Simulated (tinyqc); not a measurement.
Inside a calculation: six-band Luttinger-Kohn model with strain. Values are carried at full precision from step to step, so a last printed digit may differ when a step is redone from the rounded ones.

Constants: hbar^2/2m0 = 3.80998211 eV angstrom^2.

Parameters, chosen for this exercise (near those of Si; not measured data):
- C11 = 164.2 GPa
- C12 = 63.8 GPa
- C44 = 80 GPa
- load = uniaxial [100] (kind of stress)
- X = -1.36 GPa (stress)
- Dso = 0.044 eV (spin-orbit splitting)
- g1 = 4.29 (Luttinger gamma1)
- g2 = 0.34 (gamma2)
- g3 = 1.44 (gamma3)
- av = 2.44 eV (valence hydrostatic potential)
- b = -2.11 eV (tetragonal shear potential)
- d = -4.77 eV (trigonal shear potential)
- k = (-0.005, 0.036, 0.03) 1/angstrom (wave vector)
- kmax = 0.12 1/angstrom (end of the path)

## Strain from a uniaxial [100] stress

s11 = (C11 + C12)/((C11 - C12)(C11 + 2 C12)), s12 = -C12/((C11 - C12)(C11 + 2 C12)), s44 = 1/C44; exx = s11 sxx + s12 (syy + szz) and cyclic, exy = s44 sxy/2; tension is positive. A uniaxial stress X along the unit vector n is s_ij = X n_i n_j.

s11, s12, s44 (1/TPa): [7.7824, -2.1777, 12.5000]

strain tensor, rows x, y, z and columns alike:
```
[[-0.010584, 0.000000, 0.000000],
 [0.000000, 0.002962, 0.000000],
 [0.000000, 0.000000, 0.002962]]
```

The volume changes by -0.466 %; there is no shear in the cubic axes, so d does not enter.

## The terms P, Q, R, S at one k

P = c g1 k^2 - av tr(e); Q = c g2 (kx^2 + ky^2 - 2 kz^2) - (b/2)(exx + eyy - 2 ezz); R = c sqrt3 [-g2 (kx^2 - ky^2) + 2i g3 kx ky] + (sqrt3/2) b (exx - eyy) - i d exy; S = 2 c sqrt3 g3 (kx - i ky) kz - d (exz - i eyz); c = hbar^2/2m0, e the strain tensor (not engineering shear).

Form the four terms.

Terms (eV):
```
term             from k  from strain
P               0.03630      0.01137
Q              -0.00062     -0.01429
R      0.00285-0.00342i      0.02475
S     -0.00285-0.02053i      0.00000
```

## The Hamiltonian

Six-band Luttinger-Kohn model in the basis |3/2,3/2>, |3/2,1/2>, |3/2,-1/2>, |3/2,-3/2>, |1/2,1/2>, |1/2,-1/2>, electron energies, zero at the top of the unstrained valence band. H = -[rows: (P+Q, -S, R, 0, -S/r2, r2 R); (-S*, P-Q, 0, R, -r2 Q, r32 S); (R*, 0, P-Q, S, r32 S*, r2 Q); (0, R*, S*, P+Q, -r2 R*, -S*/r2); (-S*/r2, -r2 Q, r32 S, -r2 R, P+Dso, 0); (r2 R*, r32 S*, r2 Q, -S/r2, 0, P+Dso)], r2 = sqrt(2), r32 = sqrt(3/2). Levels are twofold.

Each term is the sum of its two parts.

H(k) (eV), rows 3/2,3/2, 3/2,1/2, 3/2,-1/2, 3/2,-3/2, 1/2,1/2, 1/2,-1/2 and columns alike:
```
[[-0.0328, -0.0029-0.0205i, -0.0276+0.0034i, 0, -0.0020-0.0145i, -0.0390+0.0048i],
 [-0.0029+0.0205i, -0.0626, 0, -0.0276+0.0034i, -0.0211, 0.0035+0.0251i],
 [-0.0276-0.0034i, 0, -0.0626, 0.0029+0.0205i, 0.0035-0.0251i, 0.0211],
 [0, -0.0276-0.0034i, 0.0029-0.0205i, -0.0328, 0.0390+0.0048i, -0.0020+0.0145i],
 [-0.0020+0.0145i, -0.0211, 0.0035+0.0251i, 0.0390-0.0048i, -0.0917, 0],
 [-0.0390-0.0048i, 0.0035-0.0251i, 0.0211, -0.0020-0.0145i, 0, -0.0917]]
```

## Levels and their make-up

Diagonalise H. The weights add +m and -m and are averaged over each pair; m is taken along z.

levels from the top, each twofold (eV): [0.0052, -0.0574, -0.1348]

weights, rows |3/2,+-3/2>, |3/2,+-1/2>, |1/2,+-1/2>; columns top, second, third:
```
[[0.625, 0.188, 0.187],
 [0.219, 0.538, 0.244],
 [0.156, 0.275, 0.569]]
```

The top pair is 63 % |3/2,+-3/2>, the second pair is 54 % |3/2,+-1/2> and the third pair is 57 % |1/2,+-1/2>.

## Band edges at k = 0
Diagonalise H at k = 0. The weights add +m and -m (m along z) and are averaged over each pair.

edges from the top (eV): [0.0352, -0.0400, -0.0734]

weights at k = 0, rows |3/2,+-3/2>, |3/2,+-1/2>, |1/2,+-1/2>; columns top, second, third:
```
[[0.626, 0.250, 0.124],
 [0.209, 0.750, 0.041],
 [0.166, 0.000, 0.834]]
```

The stress splits the top two pairs by 75.2 meV, 2.91 times kT at 300 K (25.85 meV); the third lies 108.6 meV below the top, against Dso = 44 meV without stress.

## Hole masses at the edges

Curvature at k = 0: m/m0 = -2 c h^2/(E(h u) + E(-h u) - 2 E(0)) with h = 0.0002 1/angstrom along the unit vector u.

Hole masses (m0):
```
direction    top  second  third
[110]      0.217   0.243  0.242
[1-10]     0.217   0.243  0.242
[100]      0.179   0.277  0.271
[001]      0.274   0.216  0.218
```

Of the directions listed, the top pair is lightest along [100] (0.179) and heaviest along [001] (0.274). These masses hold only for hole energies well below the splitting of 75 meV.

## Bands along [110] and [001]

Six points from 0 to kmax in each direction.

Levels (eV):
```
direction  |k| (1/angstrom)      top   second    third  top, no stress  second, no stress
[110]                 0.000   0.0352  -0.0400  -0.0734          0.0000             0.0000
[110]                 0.024   0.0261  -0.0494  -0.0830         -0.0035            -0.0139
[110]                 0.048   0.0084  -0.0797  -0.1198         -0.0104            -0.0451
[110]                 0.072  -0.0051  -0.1242  -0.2031         -0.0169            -0.0863
[110]                 0.096  -0.0148  -0.1810  -0.3342         -0.0232            -0.1418
[110]                 0.120  -0.0236  -0.2527  -0.5080         -0.0301            -0.2131
[001]                 0.000   0.0352  -0.0400  -0.0734          0.0000             0.0000
[001]                 0.024   0.0272  -0.0500  -0.0836         -0.0079            -0.0108
[001]                 0.048   0.0033  -0.0784  -0.1159         -0.0317            -0.0418
[001]                 0.072  -0.0366  -0.1221  -0.1736         -0.0713            -0.0891
[001]                 0.096  -0.0923  -0.1800  -0.2577         -0.1268            -0.1493
[001]                 0.120  -0.1638  -0.2526  -0.3678         -0.1981            -0.2232
```

## Checks

- Levels against the same model in the basis X, Y, Z times spin: they agree to 1e-10 or better.

Program tinyqc; command `OMP_NUM_THREADS=1 python tinyqc.py 1081448 1081449 out.jsonl`; about 0.03 s on one thread of a shared Intel(R) Xeon(R) Processor @ 2.30GHz.
